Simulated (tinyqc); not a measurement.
Doping density: delta-doped layer in the Thomas-Fermi potential.

All donors ionised in the plane z = 0, zero temperature, energies from the Fermi level EF of the Thomas-Fermi model, which lies at the bulk band edge; c = hbar^2/2m0, q = e^2/(4 pi eps0). Layer in a (001) plane: two valleys with m_z = ml, m_d = mt (unprimed) and four with m_z = mt, m_d = sqrt(ml mt) (primed); m3 = (ml mt^2)^(1/3), gv = 6. With n = (gv/3 pi^2)(m3 (-V)/c)^(3/2) and V'' = -(4 pi q/eps) n for z > 0, the solution is V = -b/(|z| + z0)^4 with sqrt(b) = 20/K, K = (4 pi q/eps)(gv/3 pi^2)(m3/c)^(3/2), and z0^5 = 4b/(e F0), e F0 = 2 pi q N/eps; 1e13/cm^2 = 1e-3/angstrom^2. Exchange and correlation are left out.

Subbands solve -(c/m_z) psi'' + V psi = E psi on 1280 points of spacing z0/80; up to ten levels for each group, kept if bound with an rms width below 2.5 z0.

Constants: hbar^2/2m0 = 3.80998211 eV angstrom^2; e^2/(4 pi eps0) = 14.39964547 eV angstrom.

Parameters, chosen for this exercise (near those of a delta-doped layer in Si; not measured data): ml = 0.905 m0 (longitudinal mass); mt = 0.192 m0 (transverse mass); eps = 11.9 (dielectric constant); Nl = (0.24, 0.48, 0.96, 1.7, 2.9, 4.8, 7.7) x 1e13/cm^2 (sheet densities).

The well, the lowest level and the filling anew; at zero temperature n_i = g m_d (mu - E_i)/(2 pi c), with mu fixed by sum n_i = N.

Results:

| N (1e13/cm^2) | z0 (angstrom) | depth (eV) | lowest (eV) | next - lowest (eV) | occupied | share of lowest (%) |
|---|---|---|---|---|---|---|
| 0.24 | 43.4 | 0.0198 | -0.0055 | 0.0031 | 2 | 35.6 |
| 0.48 | 37.7 | 0.0344 | -0.0107 | 0.0058 | 2 | 34.3 |
| 0.96 | 32.9 | 0.0599 | -0.0207 | 0.0105 | 2 | 33.0 |
| 1.7 | 29.3 | 0.0947 | -0.0354 | 0.0171 | 2 | 31.8 |
| 2.9 | 26.3 | 0.1452 | -0.0581 | 0.0268 | 3 | 30.6 |
| 4.8 | 23.8 | 0.2172 | -0.0923 | 0.0407 | 3 | 29.4 |
| 7.7 | 21.7 | 0.3171 | -0.1420 | 0.0599 | 3 | 28.3 |

What does the comparison show, and why?

The depth grows as N^(4/5) and z0 shrinks as N^(-1/5): factors 16.0 and 2.00 for 32 times the doping. The lowest level deepens faster, with exponent 0.94, since the zero-point energy takes a smaller share of a deeper well (72 % falling to 55 %). The number of occupied subbands is 2 in the first row and 3 in the last. Up to N = 0.96 the donor spacing exceeds 1.5 Bohr radii (one radius, a0 eps/m with the density-of-states mass, is 20 angstrom), where a uniform sheet is a crude picture of discrete donors (beyond about three radii electrons stay on single donors).

Computed by tinyqc, a small Python program: `OMP_NUM_THREADS=1 python tinyqc.py 1280504 1280505 out.jsonl` (the numbers bound the seed that draws the inputs); one thread of a shared host (Intel(R) Xeon(R) Processor @ 2.30GHz), about 0.2 s for the whole set of steps.
